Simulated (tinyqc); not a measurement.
# Fully depleted semiconductor-on-insulator film with two gates, non-linear Poisson equation by Newton steps: effects of single changes

One dimension across the film, front interface at x = 0, back interface at x = ts. psi is counted from the intrinsic level, n = ni exp(psi/Vt) (source grounded), holes neglected, acceptors ionised. Gates act through Cox = eps0 eox/tox and Cbox = 3.9 eps0/tb with potentials G1 = Vg - (phiM - chi - Vt ln(Nc/ni)) and G2 = Vb - (phiB - chi - Vt ln(Nc/ni)). Classical Boltzmann densities, no interface charge, no depletion in the back plane.

Parameters, values chosen for the exercise; band and dielectric values close to those of silicon:
- T = 300 K (temperature)
- Eg = 1.14 eV (band gap)
- eps_r = 11.6 (relative permittivity)
- Nc = 2.85e19 cm^-3 (conduction-band density of states at T)
- Nv = 2.63e19 cm^-3 (valence-band density of states at T)
- chi = 4.04 eV (electron affinity)
- eox = 7.44 (relative permittivity of the gate insulator (close to silicon nitride))
- tox = 3.2 nm (insulator thickness)
- ts = 9.6 nm (film thickness)
- tb = 110 nm (buried-oxide thickness (eps_r 3.9))
- Na = 2.8e17 cm^-3 (acceptor density of the film)
- phiM = 4.31 eV (work function of the front gate)
- phiB = 4.54 eV (work function of the back plane)
- Vb = 0 V (back-gate voltage)

Constants: q = 1.602176634e-19 C, kB = 1.380649e-23 J/K, Vt = kB T/q, eps0 = 8.8541878128e-14 F/cm where lengths are in cm. Results are converted to the units shown.

Each table varies one quantity; the others keep the values above.

## Charge against front-gate voltage

ni = sqrt(Nc Nv) exp(-Eg/(2 Vt)), Eg in volts. The Poisson equation eps0 eps_r d2psi/dx2 = q (n + Na), with -eps0 eps_r dpsi/dx = Cox (G1 - psi) at x = 0 and eps0 eps_r dpsi/dx = Cbox (G2 - psi) at x = ts, is solved on 300 equal intervals with half boxes at both ends; N_inv is the trapezoid sum of n. Swing = ln 10/(d ln N_inv/dVg); the last column is (dN_inv/dVb)/(dN_inv/dVg).

Charge against front-gate voltage:
```
Vg (V),psi front (V),psi back (V),N_inv (cm^-2),centroid/ts,swing (mV/decade),q dN_inv/dVg over Cox,back/front leverage
-0.22,0.0606,0.0413,4.52e4,0.435,61.2,1.32e-7,0.0276
-0.07,0.208,0.185,1.28e7,0.422,61.1,3.75e-5,0.0272
0.08,0.356,0.328,3.59e9,0.407,62.1,0.0104,0.0267
0.23,0.481,0.434,3.04e11,0.347,133,0.409,0.0238
0.38,0.542,0.458,1.45e12,0.240,360,0.719,0.0195
0.53,0.574,0.464,2.96e12,0.178,638,0.830,0.0177
0.68,0.595,0.466,4.61e12,0.141,938,0.881,0.0169
0.83,0.611,0.467,6.34e12,0.118,1.25e3,0.909,0.0164
0.98,0.623,0.468,8.11e12,0.102,1.57e3,0.927,0.0162
```

What does the comparison show?

N_inv passes 1e11 cm^-2 at Vg = 0.179 V. The swing starts at 61.2 mV a decade, against (1 + k) Vt ln 10 = 60.4 for a front channel with k = Cs Cbox/(Cox (Cs + Cbox)) = 0.0148, Cs = eps0 eps_r/ts; above threshold this column is no longer a subthreshold swing. The centroid falls from 0.435 to 0.102 of ts and the leverage of the back gate falls from 0.0276 to 0.0162. For Vg = 0.38, 0.53, 0.68, 0.83, 0.98 the density at an interface exceeds 0.3 Nc, where Boltzmann statistics fail. For Vg = 0.38, 0.53, 0.68, 0.83, 0.98 the classical centroid lies within 3 nm of an interface, where confinement, left out, would push it away.

## Threshold and coupling against the back-gate voltage

VT is the Vg for N_inv = 1e11 cm^-2; -dVT/dVb from the linearised equation. Limits with Cs = eps0 eps_r/ts: front channel Cs Cbox/(Cox (Cs + Cbox)), back channel Cbox (Cox + Cs)/(Cox Cs). Swing at N_inv = 1e8 cm^-2.

The same in every row: front-channel limit = 0.0148; back-channel limit = 0.0446.

Threshold and coupling against the back-gate voltage:
```
Vb (V),VT (V),centroid/ts at VT,-dVT/dVb,swing (mV/decade)
-8,0.340,0.0938,0.0175,60.6
-6,0.304,0.119,0.0182,60.6
-4,0.267,0.162,0.0194,60.7
-2,0.226,0.242,0.0216,60.9
0,0.179,0.382,0.0255,61.2
2,0.123,0.565,0.0307,61.5
4,0.0565,0.724,0.0356,61.8
6,-0.0181,0.820,0.0387,61.9
8,-0.0975,0.872,0.0405,62.0
```

As Vb goes from -8 to 8, VT falls from 0.340 to -0.0975 V, the centroid rises from 0.0938 to 0.872 of ts and -dVT/dVb rises from 0.0175 to 0.0405. The coupling covers 9.02 % of the way from the front-channel to the back-channel limit in the first row and 86.2 % in the last.

tinyqc, about 0.4 s, one thread, Intel Xeon 2.30GHz (shared host): `OMP_NUM_THREADS=1 python tinyqc.py 2190022 2190023 out.jsonl`
